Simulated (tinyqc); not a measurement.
# Ballistic conductance of a hard-wall strip of a two-dimensional electron gas by counting modes, step by step

tinyqc, about 0.08 s, one thread, Intel Xeon 2.30GHz (shared host): `OMP_NUM_THREADS=1 python tinyqc.py 2740134 2740135 out.jsonl` Printed values are rounded.

Subband edges E_n = C (n pi/W)^2/m, n = 1, 2, ...; C = hbar^2/(2 m0). Every mode transmits fully; spin gives the factor 2 in 2 q^2/h, valleys the factor gv.

Parameters, values chosen for the exercise: temperature T = 300 K; mass m = 0.44 m0; valleys gv = 1; Fermi energy above the 2D band edge Ef = 0.211 eV; width W = 6.1 nm; highest subband edge listed Et = 0.314 eV.

Constants: q = 1.602176634e-19 C, kB = 1.380649e-23 J/K, hbar = 1.054571817e-34 J s, h = 6.62607015e-34 J s, m0 = 9.1093837015e-31 kg, Vt = kB T/q, hbar^2/(2 m0) = 0.0380998212 eV nm^2. Results are converted to the units shown.

## Subband edges and their occupation

List the edges below Et; each adds its degeneracy times f = 1/(1 + exp((E_n - Ef)/Vt)) to the thermal mode count.

| mode | edge (eV) | degeneracy | f |
|---|---|---|---|
| 1 | 0.0229673 | 1 | 0.9993068 |
| 2 | 0.0918693 | 1 | 0.9901285 |
| 3 | 0.2067059 | 1 | 0.5414307 |

## Conductance and ballistic resistance

G = (2 q^2/h) gv M; at zero temperature M counts the edges below Ef, at T it is the sum of degeneracy times f. The smooth (Sharvin) count is kF W/pi, kF = sqrt(m Ef/C), and with the boundary term kF W/pi - 1/2. The sum runs over the edges listed.

M at zero temperature = 3
M at T = 2.530866
G = 196.0938 uS
resistance 1/G = 5.099600 kohm
smooth count = 3.031001

The smooth count is 20 % above M at T. With the boundary term it is 2.53.
